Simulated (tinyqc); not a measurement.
Worked calculation: MP2 on RHF in the sto-3g basis, frozen core, for BeH2, spin multiplicity 1. Computed by tinyqc, a small Python program that keeps every step (integrals from PySCF). Settings: charge = 0, multiplicity = 1, basis = sto-3g, method = RHF, frozen orbitals = 1, energy threshold = 1e-10, iteration cap = 56, orthogonalisation = symmetric, start = Wolfsberg-Helmholz matrix, DIIS depth = 6. Command: `OMP_NUM_THREADS=1 python tinyqc.py 26244 26245 out.jsonl` (the two numbers bound the seeds that draw the settings). One thread of a shared host (Intel(R) Xeon(R) Processor @ 2.60GHz), about 0.09 s of CPU time with the checks. The early iterations of the SCF are left out here.

## One-electron integrals

Geometry (angstrom):
```
atom,x,y,z
Be,0.000000,0.000000,0.000000
H,0.000000,1.492000,0.000000
H,0.000000,-1.492000,0.000000
```

Basis sto-3g: exponents (1/bohr^2) and contraction coefficients of normalised primitives:
```
element,l (shell),exponent,coefficient
Be,s (1),30.167871,0.154329
Be,s (1),5.495115,0.535328
Be,s (1),1.487193,0.444635
Be,s (2),1.314833,-0.099967
Be,s (2),0.305539,0.399513
Be,s (2),0.099371,0.700115
Be,p (3),1.314833,0.155916
Be,p (3),0.305539,0.607684
Be,p (3),0.099371,0.391957
H,s (1),3.425251,0.154329
H,s (1),0.623914,0.535328
H,s (1),0.168855,0.444635
```

Overlap, kinetic and nuclear-attraction integrals over the contracted functions; the nuclear repulsion is the sum of Za Zb / Rab.

nuclear repulsion = 3.01474953 hartree

overlap S, lower triangle:
```
,1Be 1s,1Be 2s,1Be 2px,1Be 2py,1Be 2pz,2H 1s,3H 1s
1Be 1s,1.000000
1Be 2s,0.259517,1.000000
1Be 2px,0.000000,0.000000,1.000000
1Be 2py,0.000000,0.000000,0.000000,1.000000
1Be 2pz,0.000000,0.000000,0.000000,0.000000,1.000000
2H 1s,0.049744,0.400016,0.000000,0.479597,0.000000,1.000000
3H 1s,0.049744,0.400016,0.000000,-0.479597,0.000000,0.018889,1.000000
```

kinetic energy T (hartree), lower triangle:
```
,1Be 1s,1Be 2s,1Be 2px,1Be 2py,1Be 2pz,2H 1s,3H 1s
1Be 1s,6.693975
1Be 2s,-0.033012,0.211111
1Be 2px,0.000000,0.000000,0.660592
1Be 2py,0.000000,0.000000,0.000000,0.660592
1Be 2pz,0.000000,0.000000,0.000000,0.000000,0.660592
2H 1s,-0.013481,0.047728,0.000000,0.146098,0.000000,0.760032
3H 1s,-0.013481,0.047728,0.000000,-0.146098,0.000000,-0.006772,0.760032
```

nuclear attraction V (hartree), lower triangle:
```
,1Be 1s,1Be 2s,1Be 2px,1Be 2py,1Be 2pz,2H 1s,3H 1s
1Be 1s,-15.270445
1Be 2s,-2.083335,-2.992631
1Be 2px,0.000000,0.000000,-2.907897
1Be 2py,0.000000,0.000000,0.000000,-3.106909
1Be 2pz,0.000000,0.000000,0.000000,0.000000,-2.907897
2H 1s,-0.397568,-1.119058,0.000000,-1.308688,0.000000,-2.816713
3H 1s,-0.397568,-1.119058,0.000000,1.308688,0.000000,-0.062798,-2.816713
```

core Hamiltonian H = T + V (hartree), lower triangle:
```
,1Be 1s,1Be 2s,1Be 2px,1Be 2py,1Be 2pz,2H 1s,3H 1s
1Be 1s,-8.576470
1Be 2s,-2.116347,-2.781520
1Be 2px,0.000000,0.000000,-2.247305
1Be 2py,0.000000,0.000000,0.000000,-2.446317
1Be 2pz,0.000000,0.000000,0.000000,0.000000,-2.247305
2H 1s,-0.411049,-1.071331,0.000000,-1.162590,0.000000,-2.056681
3H 1s,-0.411049,-1.071331,0.000000,1.162590,0.000000,-0.069570,-2.056681
```

## Two-electron integrals

Functions are numbered as in S; the eight-fold symmetry (ij|kl) = (ji|kl) = (kl|ij) leaves the list below.

Two-electron integrals (ij|kl) in chemists' order, unique and non-zero (hartree):
```
i,j,k,l,(ij|kl)
1,1,1,1,2.298831
2,1,1,1,0.392036
2,1,2,1,0.079539
2,2,1,1,0.570988
2,2,2,1,0.143041
2,2,2,2,0.417683
3,1,3,1,0.014607
3,2,3,1,0.021888
3,2,3,2,0.092265
3,3,1,1,0.569578
3,3,2,1,0.143083
3,3,2,2,0.417589
3,3,3,3,0.449859
4,1,4,1,0.014607
4,2,4,1,0.021888
4,2,4,2,0.092265
4,3,4,3,0.024249
4,4,1,1,0.569578
4,4,2,1,0.143083
4,4,2,2,0.417589
4,4,3,3,0.401360
4,4,4,4,0.449859
5,1,5,1,0.014607
5,2,5,1,0.021888
5,2,5,2,0.092265
5,3,5,3,0.024249
5,4,5,4,0.024249
5,5,1,1,0.569578
5,5,2,1,0.143083
5,5,2,2,0.417589
5,5,3,3,0.401360
5,5,4,4,0.401360
5,5,5,5,0.449859
6,1,1,1,0.074207
6,1,2,1,0.015048
6,1,2,2,0.027294
6,1,3,3,0.027102
6,1,4,1,0.001329
6,1,4,2,0.002511
6,1,4,4,0.027691
6,1,5,5,0.027102
6,1,6,1,0.002985
6,2,1,1,0.185380
6,2,2,1,0.047149
6,2,2,2,0.150681
6,2,3,3,0.144903
6,2,4,1,0.006165
6,2,4,2,0.038291
6,2,4,4,0.162099
6,2,5,5,0.144903
6,2,6,1,0.009869
6,2,6,2,0.081917
6,3,3,1,0.004259
6,3,3,2,0.020107
6,3,4,3,0.006575
6,3,6,3,0.007381
6,4,1,1,0.200909
6,4,2,1,0.051710
6,4,2,2,0.173244
6,4,3,3,0.162981
6,4,4,1,0.009985
6,4,4,2,0.059481
6,4,4,4,0.193594
6,4,5,5,0.162981
6,4,6,1,0.011294
6,4,6,2,0.106973
6,4,6,4,0.143995
6,5,5,1,0.004259
6,5,5,2,0.020107
6,5,5,4,0.006575
6,5,6,5,0.007381
6,6,1,1,0.352899
6,6,2,1,0.091348
6,6,2,2,0.327576
6,6,3,3,0.303933
6,6,4,1,0.013792
6,6,4,2,0.111345
6,6,4,4,0.374594
6,6,5,5,0.303933
6,6,6,1,0.019582
6,6,6,2,0.227615
6,6,6,4,0.315163
6,6,6,6,0.774606
7,1,1,1,0.074207
7,1,2,1,0.015048
7,1,2,2,0.027294
7,1,3,3,0.027102
7,1,4,1,-0.001329
7,1,4,2,-0.002511
7,1,4,4,0.027691
7,1,5,5,0.027102
7,1,6,1,0.002726
7,1,6,2,0.008328
7,1,6,4,0.008819
7,1,6,6,0.015966
7,1,7,1,0.002985
7,2,1,1,0.185380
7,2,2,1,0.047149
7,2,2,2,0.150681
7,2,3,3,0.144903
7,2,4,1,-0.006165
7,2,4,2,-0.038291
7,2,4,4,0.162099
7,2,5,5,0.144903
7,2,6,1,0.008328
7,2,6,2,0.041824
7,2,6,4,0.044094
7,2,6,6,0.085506
7,2,7,1,0.009869
7,2,7,2,0.081917
7,3,3,1,0.004259
7,3,3,2,0.020107
7,3,4,3,-0.006575
7,3,6,3,0.002945
7,3,7,3,0.007381
7,4,1,1,-0.200909
7,4,2,1,-0.051710
7,4,2,2,-0.173244
7,4,3,3,-0.162981
7,4,4,1,0.009985
7,4,4,2,0.059481
7,4,4,4,-0.193594
7,4,5,5,-0.162981
7,4,6,1,-0.008819
7,4,6,2,-0.044094
7,4,6,4,-0.045047
7,4,6,6,-0.089477
7,4,7,1,-0.011294
7,4,7,2,-0.106973
7,4,7,4,0.143995
7,5,5,1,0.004259
7,5,5,2,0.020107
7,5,5,4,-0.006575
7,5,6,5,0.002945
7,5,7,5,0.007381
7,6,1,1,0.011758
7,6,2,1,0.002910
7,6,2,2,0.008238
7,6,3,3,0.008119
7,6,4,4,0.008472
7,6,5,5,0.008119
7,6,6,1,0.000557
7,6,6,2,0.003049
7,6,6,4,0.003557
7,6,6,6,0.006799
7,6,7,1,0.000557
7,6,7,2,0.003049
7,6,7,4,-0.003557
7,6,7,6,0.000165
7,7,1,1,0.352899
7,7,2,1,0.091348
7,7,2,2,0.327576
7,7,3,3,0.303933
7,7,4,1,-0.013792
7,7,4,2,-0.111345
7,7,4,4,0.374594
7,7,5,5,0.303933
7,7,6,1,0.015966
7,7,6,2,0.085506
7,7,6,4,0.089477
7,7,6,6,0.177327
7,7,7,1,0.019582
7,7,7,2,0.227615
7,7,7,4,-0.315163
7,7,7,6,0.006799
7,7,7,7,0.774606
```

## Orthogonalisation

S = U s U^T; symmetric (Loewdin) form X = U s^(-1/2) U^T, so that X^T S X = 1.

eigenvalues of S: 0.312237  0.409802  0.950158  1.000000  1.000000  1.658929  1.668874

X, lower triangle:
```
,1Be 1s,1Be 2s,1Be 2px,1Be 2py,1Be 2pz,2H 1s,3H 1s
1Be 1s,1.028575
1Be 2s,-0.151982,1.190093
1Be 2px,0.000000,0.000000,1.000000
1Be 2py,0.000000,0.000000,0.000000,1.274776
1Be 2pz,0.000000,0.000000,0.000000,0.000000,1.000000
2H 1s,0.020657,-0.255217,0.000000,-0.359007,0.000000,1.217328
3H 1s,0.020657,-0.255217,0.000000,0.359007,0.000000,-0.071588,1.217328
```

## Iteration 6 (converged): orbitals

converged F (hartree), lower triangle:
```
,1Be 1s,1Be 2s,1Be 2px,1Be 2py,1Be 2pz,2H 1s,3H 1s
1Be 1s,-4.525190
1Be 2s,-1.288922,-0.605502
1Be 2px,0.000000,0.000000,0.213855
1Be 2py,0.000000,0.000000,0.000000,-0.174457
1Be 2pz,0.000000,0.000000,0.000000,0.000000,0.213855
2H 1s,-0.255133,-0.362112,0.000000,-0.313427,0.000000,-0.255938
3H 1s,-0.255133,-0.362112,0.000000,0.313427,0.000000,-0.023378,-0.255938
```

Diagonalise F' = X^T F X, C = X C', fill 3 alpha and 3 beta electrons from the bottom; D = 2 C_occ C_occ^T. Each column has its largest component positive (the first on a tie).

F' = X^T F X (hartree), lower triangle:
```
,1,2,3,4,5,6,7
1,-4.415875
2,-0.698023,-0.131880
3,0.000000,0.000000,0.213855
4,0.000000,0.000000,0.000000,0.230314
5,0.000000,0.000000,0.000000,0.000000,0.213855
6,-0.017855,-0.295699,0.000000,-0.408325,0.000000,0.062985
7,-0.017855,-0.295699,0.000000,0.408325,0.000000,-0.085820,0.062985
```

orbital energies (hartree): MO1 -4.528574, MO2 -0.429968, MO3 -0.389335, MO4 0.213855, MO5 0.213855, MO6 0.387952, MO7 0.768455

coefficients C:
```
,MO1,MO2,MO3,MO4,MO5,MO6,MO7
1Be 1s,0.991816,-0.215067,0.000000,0.000000,0.000000,-0.227959,0.000000
1Be 2s,0.031465,0.592224,0.000000,0.000000,0.000000,1.103618,0.000000
1Be 2px,0.000000,0.000000,0.000000,0.999456,0.032995,0.000000,0.000000
1Be 2py,0.000000,0.000000,0.497665,0.000000,0.000000,0.000000,1.278733
1Be 2pz,0.000000,0.000000,0.000000,-0.032995,0.999456,0.000000,0.000000
2H 1s,-0.003687,0.392522,0.422000,0.000000,0.000000,-0.753549,-0.883999
3H 1s,-0.003687,0.392522,-0.422000,0.000000,0.000000,-0.753549,0.883999
```

D after iteration 6, lower triangle:
```
,1Be 1s,1Be 2s,1Be 2px,1Be 2py,1Be 2pz,2H 1s,3H 1s
1Be 1s,2.059904
1Be 2s,-0.192322,0.703440
1Be 2px,0.000000,0.000000,0.000000
1Be 2py,0.000000,0.000000,0.000000,0.495341
1Be 2pz,0.000000,0.000000,0.000000,0.000000,0.000000
2H 1s,-0.176152,0.464691,0.000000,0.420029,0.000000,0.664343
3H 1s,-0.176152,0.464691,0.000000,-0.420029,0.000000,-0.047993,0.664343
```

Within a degenerate level the vectors are fixed only up to a rotation; this is one choice.

## Convergence

Stop when the energy changes by less than 1e-10 hartree and every element of the error matrix X^T (F D S - S D F) X is below 3e-06.

Course of the cycle:
```
iteration,E (hartree),change,largest element of the error matrix
1,-15.50902481,-,1.43e-01
2,-15.53364696,-2.46e-02,1.79e-02
3,-15.53414854,-5.02e-04,2.33e-03
4,-15.53416247,-1.39e-05,1.15e-04
5,-15.53416249,-2.38e-08,4.27e-07
6,-15.53416249,-1.07e-13,4.64e-10
```

PySCF RHF in the same basis = -15.53416249 hartree

Converged in 6 iterations.

## Integrals over molecular orbitals

(pq|rs) = sum C_ip C_jq C_kr C_ls (ij|kl), one index at a time.

one-electron integrals over orbitals h = C^T H C (hartree), lower triangle:
```
,1,2,3,4,5,6,7
1,-8.565048
2,0.212486,-2.345718
3,0.000000,0.000000,-2.290269
4,0.000000,0.000000,0.000000,-2.247305
5,0.000000,0.000000,0.000000,0.000000,-2.247305
6,0.202589,-0.224245,0.000000,0.000000,0.000000,-1.901991
7,0.000000,0.000000,-0.306010,0.000000,0.000000,0.000000,-1.849027
```

Two-electron integrals over orbitals (pq|rs), unique and non-zero (hartree); the lowest 1 orbital is frozen and left out:
```
p,q,r,s,(pq|rs)
2,2,2,2,0.381328
3,2,3,2,0.160664
3,3,2,2,0.393725
3,3,3,3,0.417064
4,2,4,2,0.047900
4,3,4,3,0.013109
4,4,2,2,0.358102
4,4,3,3,0.341678
4,4,4,4,0.449859
5,2,5,2,0.047900
5,3,5,3,0.013109
5,4,5,4,0.024249
5,5,2,2,0.358102
5,5,3,3,0.341678
5,5,4,4,0.401360
5,5,5,5,0.449859
6,2,2,2,-0.017511
6,2,3,3,-0.042609
6,2,4,4,0.063123
6,2,5,5,0.063123
6,2,6,2,0.081434
6,3,3,2,-0.092604
6,3,6,3,0.085683
6,4,4,2,0.046853
6,4,6,4,0.049891
6,5,5,2,0.046853
6,5,6,5,0.049891
6,6,2,2,0.382368
6,6,3,3,0.393474
6,6,4,4,0.357205
6,6,5,5,0.357205
6,6,6,2,-0.029489
6,6,6,6,0.398742
7,2,3,2,-0.040572
7,2,6,3,0.062127
7,2,7,2,0.057049
7,3,2,2,-0.000900
7,3,3,3,-0.018255
7,3,4,4,0.067208
7,3,5,5,0.067208
7,3,6,2,0.077022
7,3,6,6,-0.021840
7,3,7,3,0.085737
7,4,4,3,0.013433
7,4,7,4,0.016857
7,5,5,3,0.013433
7,5,7,5,0.016857
7,6,3,2,0.140787
7,6,6,3,-0.092440
7,6,7,2,-0.049799
7,6,7,6,0.137859
7,7,2,2,0.408543
7,7,3,3,0.425567
7,7,4,4,0.381681
7,7,5,5,0.381681
7,7,6,2,-0.023915
7,7,6,6,0.418066
7,7,7,3,-0.000434
7,7,7,7,0.464490
```

## Second-order Moller-Plesset energy

Hartree-Fock energy = -15.53416249 hartree

E2 = sum_ijab (ia|jb) [2 (ia|jb) - (ib|ja)] / (e_i + e_j - e_a - e_b) over occupied i, j and virtual a, b; the opposite-spin part is (ia|jb)^2 / denominator, the rest is same-spin, and SCS-MP2 scales them by 6/5 and 1/3.

Terms:
```
i,j,a,b,(ia|jb),(ib|ja),denominator,term
3,3,6,6,0.085683,0.085683,-1.554575,-0.004723
2,2,6,6,0.081434,0.081434,-1.635841,-0.004054
3,2,7,6,0.077022,0.062127,-1.975710,-0.003583
2,3,6,7,0.077022,0.062127,-1.975710,-0.003583
3,3,7,7,0.085737,0.085737,-2.315579,-0.003175
2,2,5,5,0.047900,0.047900,-1.287645,-0.001782
2,2,4,4,0.047900,0.047900,-1.287645,-0.001782
2,3,7,6,0.062127,0.077022,-1.975710,-0.001485
3,2,6,7,0.062127,0.077022,-1.975710,-0.001485
2,2,7,7,0.057049,0.057049,-2.396845,-0.001358
3,3,5,5,0.013109,0.013109,-1.206380,-0.000142
3,3,4,4,0.013109,0.013109,-1.206380,-0.000142
```

Pair energies (hartree; pair i-j sums ij and ji):
```
pair,opposite spin,same spin
2-2,-0.008976,0.000000
3-2,-0.009913,-0.000225
3-3,-0.008182,0.000000
```

MP2 correlation energy = -0.02729466 hartree

SCS-MP2 correlation energy = -0.03255894 hartree

MP2 total energy = -15.56145716 hartree
